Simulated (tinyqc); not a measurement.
# Resistance of a tapered via with liner, size effect and interface: via resistance against the diameter at the bottom

A round via whose diameter grows from db at the bottom as D(z) = db + 2 z/tan(ang). The fill, of diameter D - 2 tl, starts above the bottom liner (thickness fb tl) and has rho = rho0 (1 + ks lam/(D - 2 tl)); the sidewall liner conducts in parallel with it. The bottom liner and the interface are crossed over the full area pi db^2/4. Spreading in the lines above and below is left out.

Slices between z0 = fb tl and hv, evaluated at their midpoints: conductance per length pi/4 [(D - 2 tl)^2/rho + (D^2 - (D - 2 tl)^2)/rl], slice resistance = slice height over that. 2000 slices. R_fill = sum of the slices; R_bottom = rl fb tl/(pi db^2/4); R_interface = ri/(pi db^2/4); ballistic (Sharvin) limit 1/(Sb pi (db - 2 tl)^2/4); ideal cylinder rho0 hv/(pi db^2/4).

Inputs (values chosen for the exercise); fill metal close to tungsten: height hv = 47 nm; sidewall angle ang = 87 degrees; bulk resistivity of the fill rho0 = 5.42 uohm cm; mean free path of the fill lam = 15.5 nm; size-effect factor ks = 1.4; liner on the sidewall tl = 2.6 nm; liner at the bottom over that on the sidewall fb = 0.5; resistivity of the liner rl = 470 uohm cm; interface resistivity at the bottom ri = 2.1e-12 ohm cm^2; ballistic conductance per area, about 3/(4 rho0 lam) Sb = 9.1e14 S/m^2.

Via resistance against the diameter at the bottom:

| db (nm) | R_fill (ohm) | R_bottom (ohm) | R_interface (ohm) | R (ohm) | ballistic limit (ohm) | R over ideal cylinder | largest part |
|---|---|---|---|---|---|---|---|
| 8.3 | 547.33 | 112.93 | 3.8813 | 664.13 | 145.59 | 14.106 | fill |
| 11 | 175.10 | 64.293 | 2.2098 | 241.60 | 41.592 | 9.0132 | fill |
| 16 | 47.721 | 30.389 | 1.0445 | 79.154 | 11.996 | 6.2475 | fill |
| 22 | 18.063 | 16.073 | 0.55244 | 34.689 | 4.9574 | 5.1764 | fill |
| 30 | 7.5922 | 8.6439 | 0.29709 | 16.533 | 2.2749 | 4.5877 | bottom liner |
| 42 | 3.1634 | 4.4101 | 0.15158 | 7.7251 | 1.0332 | 4.2014 | bottom liner |
| 58 | 1.4330 | 2.3126 | 0.079483 | 3.8251 | 0.50188 | 3.9672 | bottom liner |
| 80 | 0.67476 | 1.2155 | 0.041778 | 1.9321 | 0.25007 | 3.8124 | bottom liner |

R falls from 664 to 1.93 ohm. The fill is the largest part at db = 8.3, the bottom liner from 30 on. R goes as db^(-3.59) between the first two rows and db^(-2.12) between the last two; area alone gives -2.

Numbers from tinyqc (`OMP_NUM_THREADS=1 python tinyqc.py 2750077 2750078 out.jsonl`; about 0.01 s on one thread of a shared Intel Xeon 2.30GHz).
